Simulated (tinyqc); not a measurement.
From results back to parameters: Stoner model of a band ferromagnet. Four cases, with inputs chosen for the exercise.

Problem. The moment of the weak ferromagnet is given and I is hidden.

Density of states per atom and spin: two humps, D(e) = (M/W) [1 - sp cos(4 pi e/W)]. Levels e -/+ I m/2 for up and down spin, m = n_up - n_down, n_up + n_down = nd. At zero temperature e(N) is the energy below which N states lie, and E(m) = sum over spins of integral e D de - I m^2/4.

Case 1.

Values chosen: W = 3.9 eV (band width, e from -W/2 to W/2); M = 5 (states per atom and spin); nd = 7.33 (electrons per atom); sp = 0.67 (shape parameter).

m = 2.14563 muB

Case 2.

Values chosen: W = 4.2 eV (band width, e from -W/2 to W/2); M = 5 (states per atom and spin); nd = 8.16 (electrons per atom); sp = 0.63 (shape parameter).

m = 1.74540 muB

Case 3.

Values chosen: W = 4 eV (band width, e from -W/2 to W/2); M = 5 (states per atom and spin); nd = 7.28 (electrons per atom); sp = 0.54 (shape parameter).

m = 2.08480 muB

Case 4.

Values chosen: W = 4.5 eV (band width, e from -W/2 to W/2); M = 5 (states per atom and spin); nd = 7.4 (electrons per atom); sp = 0.24 (shape parameter).

m = 2.16940 muB

Find: e(n_up), e(n_down); I.

Solution. n_up and n_down follow from nd and m; both bands share one Fermi level, so I = (e(n_up) - e(n_down))/m.

Case 1.

e(n_up), e(n_down) (eV): 1.545  0.193

I = 0.63 eV

Case 2.

e(n_up), e(n_down) (eV): 1.995  0.756

I = 0.71 eV

Case 3.

e(n_up), e(n_down) (eV): 1.579  0.162

I = 0.68 eV

Case 4.

e(n_up), e(n_down) (eV): 2.001  0.136

I = 0.86 eV

Computed by tinyqc, one run a case: `OMP_NUM_THREADS=1 python tinyqc.py N N+1 out.jsonl` with N = 1681499, 1681821, 1681945, 1682133; one thread of a shared Intel(R) Xeon(R) Processor @ 2.30GHz, about 0.4 s a run at most.
